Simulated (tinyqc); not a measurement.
# Double-gate transistor, scale length and short-channel effects: effects of single changes

A body of thickness ts between two insulators of thickness ti and two tied gates. Below threshold the potential that source and drain add obeys Laplace's equation and vanishes on the gate. Its lowest mode decays along the channel as exp(-k y); k is the smallest positive root of the matching condition at the interface, and the scale length is Lambda = pi/k.

Inputs (values chosen for the exercise); permittivities: semiconductor close to that of silicon, insulator close to that of silicon dioxide:
- T = 325 K (temperature)
- eps_r = 11.5 (relative permittivity of the semiconductor)
- ei = 3.81 (relative permittivity of the insulator)
- ti = 1.3 nm (insulator thickness)
- ts = 9.1 nm (body thickness)
- L = 31 nm (channel length)
- Vbi = 1.01 V (potential of the source)
- sT = 0.53 V (potential of the barrier top at threshold)
- Vds = 0.7 V (drain voltage)

Constants: q = 1.602176634e-19 C, kB = 1.380649e-23 J/K, Vt = kB T/q. Results are converted to the units shown.

Each table varies one quantity; the others keep the values above.

## Effect of the insulator thickness

k is the smallest positive root of f(k) = ei cos(k ti) cos(k ts/2) - eps_r sin(k ti) sin(k ts/2). Along the channel psi(y) = s + a exp(y/l) + b exp(-y/l) with psi(0) = Vbi, psi(L) = Vbi + Vds and l = 1/k = Lambda/pi; with A = Vbi - s, B = A + Vds, x = exp(-L/l): a = (B - A x) x/(1 - x^2), b = (A - B x)/(1 - x^2). The minimum is s + 2 sqrt(a b), at y = (l/2) ln(b/a). The long-channel potential follows the gate as s = sT + (Vg - VTL)/m, and the threshold VT is the gate voltage at which the minimum equals sT. Swing = m Vt ln 10/g at threshold, g = d(minimum)/ds = 1 - (b x + a)/((1 + x) sqrt(a b)). DIBL = [VT(0.05 V) - VT(Vds)]/(Vds - 0.05 V). sT and Vbi are held fixed; m = 1.

Effect of the insulator thickness:
```
ti (nm)  Lambda (nm)  L/Lambda  VT - VTL at Vds (mV)  DIBL (mV/V)  swing (mV/decade)
0.43           11.61     2.671                -23.45        11.97              66.69
0.56           12.31     2.518                -30.08        15.38              67.31
0.73           13.19     2.350                -39.70        20.34              68.20
0.95           14.28     2.171                -53.48        27.48              69.48
1.2            15.44     2.008                -70.64        36.42              71.06
1.6            17.17     1.806                -100.7        52.18              73.81
2.1            19.16     1.618                -141.7        73.87              77.52
```

What does the comparison show?

As ti goes from 0.43 to 2.1 nm, Lambda rises from 11.6 to 19.2 nm, DIBL rises from 12.0 to 73.9 mV/V and the swing rises from 66.7 to 77.5 mV a decade. On average Lambda goes as ti^(0.32).

## Effect of the body thickness

Same model as above.

Result of one run:
```
ts (nm)  Lambda (nm)  L/Lambda  VT - VTL at Vds (mV)  DIBL (mV/V)  swing (mV/decade)
5.7            11.94     2.595                -26.51        13.54              66.98
```

What becomes of these results when the body thickness ts is changed from 5.7 to 3.6 nm, all else the same?

Result of the changed run:
```
ts (nm)  Lambda (nm)  L/Lambda  VT - VTL at Vds (mV)  DIBL (mV/V)  swing (mV/decade)
3.6            9.250     3.351                -7.875        4.004              65.23
```

The whole series:
```
ts (nm)  Lambda (nm)  L/Lambda  VT - VTL at Vds (mV)  DIBL (mV/V)  swing (mV/decade)
3.6            9.250     3.351                -7.875        4.004              65.23
4.5            10.44     2.969                -14.51        7.389              65.85
5.7            11.94     2.595                -26.51        13.54              66.98
7              13.49     2.298                -43.29        22.20              68.54
8.8            15.55     1.994                -72.41        37.34              71.22
11             17.97     1.725                -116.4        60.47              75.24
14             21.18     1.464                -189.8        99.56              81.85
```

As ts goes from 3.6 to 14 nm, Lambda rises from 9.25 to 21.2 nm, DIBL rises from 4.00 to 99.6 mV/V and the swing rises from 65.2 to 81.9 mV a decade. On average Lambda goes as ts^(0.61). At ts = 14 nm L is under 1.5 Lambda, where higher modes, left out of the one-mode potential, count. At ts = 3.6 nm the semiconductor is under 4 nm thick, where quantum confinement shifts the threshold.

## Effect of the relative permittivity of the insulator

Same model as above.

Effect of the relative permittivity of the insulator:
```
ei   Lambda (nm)  L/Lambda  VT - VTL at Vds (mV)  DIBL (mV/V)  swing (mV/decade)
3.9        15.76     1.967                -75.78        39.11              71.53
5.7        13.95     2.222                -49.13        25.22              69.08
8.5        12.52     2.476                -32.24        16.49              67.51
12         11.60     2.672                -23.39        11.94              66.68
18         10.81     2.868                -17.05        8.689              66.09
27         10.26     3.022                -13.31        6.778              65.74
40         9.889     3.135                -11.12        5.658              65.53
```

What does the comparison show?

As ei goes from 3.9 to 40, Lambda falls from 15.8 to 9.89 nm, DIBL falls from 39.1 to 5.66 mV/V and the swing falls from 71.5 to 65.5 mV a decade. On average Lambda goes as ei^(-0.20).

Computed by the program tinyqc: `OMP_NUM_THREADS=1 python tinyqc.py 2420158 2420159 out.jsonl`, one thread of a shared Intel Xeon 2.30GHz, about 0.01 s for the whole run.
